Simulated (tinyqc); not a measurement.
Donors on two lattice sites with valley-orbit split states: one step. Mobility and resistivity.

Mobility (Caughey-Thomas form): mu = mu0 + (mu1 (T/300)^(-ga) - mu0)/(1 + ((ND + NA)/Nr)^de); rho = 1/(e n mu), e = 1.602176634e-19 C.

Values chosen for the exercise (near those of nitrogen in 4H-SiC; shifted at random, so the results belong to these values and not to a real crystal): ND = 1.1e+15 1/cm^3 (donors, half on each site); NA = 2.3e+14 1/cm^3 (compensating acceptors, all ionised); mu0 = 41 cm^2/(V s) (mobility at heavy doping); mu1 = 917 cm^2/(V s) (mobility at light doping and 300 K); Nr = 2.1e+17 1/cm^3 (reference doping); de = 0.61 (doping exponent); ga = 2.4 (temperature exponent); T = 500 K.

n = 8.6906e+14 1/cm^3

Task: Compare with full ionisation, n = ND - NA.

Give: mu; rho; rho at full ionisation.

Result:

mu = 259.2 cm^2/(V s)
rho = 27.7 ohm cm
rho at full ionisation = 27.7 ohm cm

Incomplete ionisation raises rho by a factor 1.

Run: tinyqc, `OMP_NUM_THREADS=1 python tinyqc.py 1651573 1651574 out.jsonl`; Intel(R) Xeon(R) Processor @ 2.30GHz, one thread, shared host; about 0.02 s of CPU time with all checks.
